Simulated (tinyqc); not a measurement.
From results back to parameters: statistics of electrons in three, two and one dimensions. Four cases, with inputs chosen for the exercise.

Problem. A sheet with one subband has n2 = (2/lambda^2) ln(1 + exp(eta)).

One band edge at E = 0, lambda = sqrt(4 pi c/(m1 kT)) with c = hbar^2/2m0. Densities with spin: n3 = (2/lambda^3) F_1/2(eta), n2 = (2/lambda^2) F_0(eta) with F_0 = ln(1 + exp(eta)), n1 = (2/lambda) F_-1/2(eta). F_j(eta) = (1/Gamma(j + 1)) integral_0^infinity x^j dx/(1 + exp(x - eta)), which tends to exp(eta) for eta << 0.

Constants: hbar^2/2m0 = 3.80998211 eV angstrom^2; kB = 8.617333262e-05 eV/K.

Find: n2 lambda^2/2; eta; EF above the subband edge.

Method. eta = ln(exp(n2 lambda^2/2) - 1), with n2 in 1/angstrom^2.

Case 1.

Values chosen (out of a larger set: near those of InAs, lowest valleys alone; not measured data): m1 = 0.026 m0 (mass of one isotropic band with spin); T = 77 K.

n2 = 7.47683e+10 1/cm^2

Solution.

n2 lambda^2/2 = 1.0375
eta = 0.600
EF above the subband edge = 3.98 meV

Case 2.

Values chosen (out of a larger set: near those of GaN, lowest valleys alone; not measured data): m1 = 0.203 m0 (mass of one isotropic band with spin); T = 200 K.

n2 = 4.52517e+12 1/cm^2

Solution.

n2 lambda^2/2 = 3.0963
eta = 3.050
EF above the subband edge = 52.57 meV

Case 3.

Values chosen (out of a larger set: near those of Si, lowest valleys alone; not measured data): m1 = 0.191 m0 (mass of one isotropic band with spin); T = 77 K.

n2 = 2.84013e+12 1/cm^2

Solution.

n2 lambda^2/2 = 5.3647
eta = 5.360
EF above the subband edge = 35.57 meV

Case 4.

Values chosen (out of a larger set: near those of InAs, lowest valleys alone; not measured data): m1 = 0.0254 m0 (mass of one isotropic band with spin); T = 300 K.

n2 = 6.32284e+10 1/cm^2

Solution.

n2 lambda^2/2 = 0.2305
eta = -1.350
EF above the subband edge = -34.90 meV

Computed by tinyqc, one run a case: `OMP_NUM_THREADS=1 python tinyqc.py N N+1 out.jsonl` with N = 1652275, 1652330, 1652345, 1652353; one thread of a shared Intel(R) Xeon(R) Processor @ 2.30GHz, about 0.01 s a run at most.
